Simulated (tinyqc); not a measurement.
Inside a calculation. Model: critical temperature from a phonon spectrum: McMillan, Allen-Dynes and the linearised Eliashberg equation. Computed by tinyqc, a small Python program that keeps every step. Command: `OMP_NUM_THREADS=1 python tinyqc.py 3027429 3027430 out.jsonl eliashberg walk`. One thread of a shared host (Intel(R) Xeon(R) Processor @ 2.30GHz), about 0.02 s of CPU time with the checks. Intermediate numbers are printed to about 5 digits and carried at full precision; extremes and crossings named in words are read from the listed rows.

alpha^2 F(omega) = sum_i (lambda_i omega_i/2) delta(omega - omega_i), so that lambda = 2 int alpha^2 F/omega d omega = sum_i lambda_i.

Inputs (values chosen for the exercise, for a model metal):

| quantity | value | unit |
|---|---|---|
| peak energy omega_1 | 10.5 | meV |
| coupling lambda_1 | 0.127 | - |
| peak energy omega_2 | 22.1 | meV |
| coupling lambda_2 | 0.131 | - |
| peak energy omega_3 | 42.7 | meV |
| coupling lambda_3 | 0.276 | - |
| Coulomb pseudopotential mu* | 0.08 | - |
| trial temperature | 7.9 | K |
| Matsubara points N in the small matrix | 4 | - |

Peaks in alpha^2 F: three.

Constants: k_B = 8.617333262e-05 eV/K.

## Moments of the spectrum

omega_log = exp(sum lambda_i ln omega_i / lambda); omega_rms = sqrt(sum lambda_i omega_i^2 / lambda).

lambda = 0.534

omega_log = 26.023 meV

omega_rms = 32.991 meV

## McMillan and Allen-Dynes

McMillan form: k_B T_c = (omega_log/1.2) exp[-1.04 (1 + lambda)/(lambda - mu* (1 + 0.62 lambda))]. Allen-Dynes multiplies it by f1 f2: f1 = [1 + (lambda/L1)^(3/2)]^(1/3), L1 = 2.46 (1 + 3.8 mu*); f2 = 1 + (omega_rms/omega_log - 1) lambda^2/(lambda^2 + L2^2), L2 = 1.82 (1 + 6.3 mu*) omega_rms/omega_log.

T_c, McMillan form = 6.0276 K

f1 = 1.0221

f2 = 1.0062

T_c, Allen-Dynes = 6.1993 K

The two corrections raise T_c by 2.8 %.

## The small kernel at the trial temperature

Linearised Eliashberg equation at omega_n = (2n + 1) pi k_B T, n = 0..N-1: lambda(j) = sum_i lambda_i omega_i^2/(omega_i^2 + (2 pi j k_B T)^2); K_mn = lambda(m - n) + lambda(m + n + 1) - 2 mu*(N) - delta_mn [2m + 1 + lambda(0) + 2 sum_(j=1..m) lambda(j)], with 1/mu*(N) = 1/mu* + ln(omega_rms/omega_N), omega_N = (2N + 1) pi k_B T. T_c is where the largest eigenvalue rho of K is zero.

lambda(j), j = 0, 1, ...: 0.53400  0.50845  0.45561  0.40204  0.35447  0.31296  0.27674  0.24513

mu*(N) = 0.076694

K:
```
         1        2        3        4
1  -0.6449   0.8107   0.7043   0.6031
2   0.8107  -3.7683   0.7095   0.6152
3   0.7043   0.7095  -6.7685   0.6318
4   0.6031   0.6152   0.6318  -9.6405
```

## Largest eigenvalue of the small kernel

K is the kernel of the linearised Eliashberg equation on the Matsubara points omega_n = (2n + 1) pi k_B T; T_c is where its largest eigenvalue rho is zero. Diagonalise K; at rho = 0 the eigenvector c is the gap function Delta_n/omega_n up to a factor; away from it Delta_n/Delta_0 = (2n + 1) c_n/c_0 is only an estimate.

largest eigenvalue rho = -0.26072

Delta_n/Delta_0: 1.0000  0.8314  0.7370  0.6468

rho < 0: in this small matrix the trial temperature lies above T_c.

## Critical temperature from the full kernel

N is the smallest integer at or above 8 omega_max/(2 pi k_B T_AD), omega_max the highest peak and T_AD the Allen-Dynes value.

N used = 102

T_c, Eliashberg = 5.5713 K

k_B T_c/omega_log = 0.018449

Allen-Dynes/Eliashberg = 1.1127

McMillan/Eliashberg = 1.0819

## Scaling the whole coupling

All lambda_i are multiplied by s. The last column is the large-lambda limit for mu* = 0, k_B T_c = 0.1827 omega_rms sqrt(lambda).

T_c (K):

| s | lambda | McMillan | Allen-Dynes | Eliashberg | large-lambda limit |
|---|---|---|---|---|---|
| 1.0 | 0.5340 | 6.028 | 6.199 | 5.571 | 51.113 |
| 1.3 | 0.6942 | 12.049 | 12.569 | 11.632 | 58.278 |
| 1.7 | 0.9078 | 19.952 | 21.266 | 20.269 | 66.643 |
| 2.3 | 1.2282 | 29.867 | 33.016 | 32.621 | 77.517 |
| 3.2 | 1.7088 | 40.591 | 47.653 | 48.899 | 91.434 |

McMillan/Eliashberg runs from 1.08 at lambda = 0.53 to 0.83 at 1.71: the exponential form levels off at large lambda, while the true T_c keeps rising (exponent 1.23 between the last rows, tending to 1/2). Allen-Dynes stays within about 11 % over the table. The last row reaches 53 % of the mu* = 0 limit; with mu* above zero T_c stays below that line at any lambda.

## Isotope exponent

T_c ~ M^(-a). All omega_i scale as M^(-1/2) at fixed lambda, but mu* = mu/(1 + mu ln(E_F/omega)) changes: d mu*/d ln omega = mu*^2. In the McMillan form a = (1/2) [1 - 1.04 (1 + lambda)(1 + 0.62 lambda) mu*^2/(lambda - mu* (1 + 0.62 lambda))^2].

isotope exponent a = 0.46282

The Coulomb term lowers the exponent below 1/2: lighter ions raise the prefactor but also mu*.

Checks made by the program: one-point kernel at mu* = 0: rho = lambda(1) - 1 (relative difference below 1e-10); T_c against the Allen-Dynes fit (relative difference 1e-01).
